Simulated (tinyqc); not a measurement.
Electron continuity equation in a given potential, Scharfetter-Gummel discretisation: one step of the calculation.

Steady state in one dimension: J = q mu n E + q D dn/dx with E = -dpsi/dx and D = mu Vt, dJ/dx = q (n/tau - G), fixed densities nL and nR at the ends. The potential is given, psi = U x/L - Ub exp(-((x/L - xb)/sb)^2), and is not changed by the electrons.

Problem. Tridiagonal system for the inner nodes. Row i (1 to 10): B(-d_(i-1)) n_(i-1) + b_i n_i + B(d_i) n_(i+1) = f_i with b_i = -B(-d_i) - B(d_(i-1)) - h^2/(D tau) and f_i = -G h^2/D; the known end values are moved to the right: f_1 loses B(-d_0) nL and f_10 loses B(d_10) nR. h = L/11, D = mu Vt.

Parameters, values chosen for the exercise; mobility that of a made-up semiconductor:
```
symbol   value        unit                  meaning
T          350           K              temperature
mu        1440  cm^2/(V s)        electron mobility
L          3.5          um     length of the region
nL        1e12       cm^-3         density at x = 0
nR      2.3e11       cm^-3         density at x = L
tau     4.8e-9           s                 lifetime
G            0  cm^-3 s^-1  uniform generation rate
```

Constants: q = 1.602176634e-19 C, kB = 1.380649e-23 J/K, Vt = kB T/q. Results are converted to the units shown.

```
interval       B(d_i)    B(-d_i)
0          0.10349605  3.6726244
1          0.15445467  3.1788191
2          0.40599501  2.0011129
3          0.18488944  2.9570936
4         0.019796679  5.6787729
5         0.037092035  4.9259653
6         0.086737112  3.8900265
7         0.099242751  3.7243110
8         0.099838566  3.7169401
9         0.099846694  3.7168398
10        0.099846729  3.7168394
```

Find: diagonal b; right side f.

Solution.

```
node  diagonal b  right side f (cm^-3)
1        -3.2872            -3.6726e12
2        -2.1604                     0
3        -3.3679                     0
4        -5.8685                     0
5        -4.9506                     0
6        -3.9320                     0
7        -3.8159                     0
8        -3.8210                     0
9        -3.8215                     0
10       -3.8215            -2.2965e10
```

Computed by the program tinyqc: `OMP_NUM_THREADS=1 python tinyqc.py 2220126 2220127 out.jsonl`, one thread of a shared Intel Xeon 2.30GHz, about 0.01 s for the whole run.
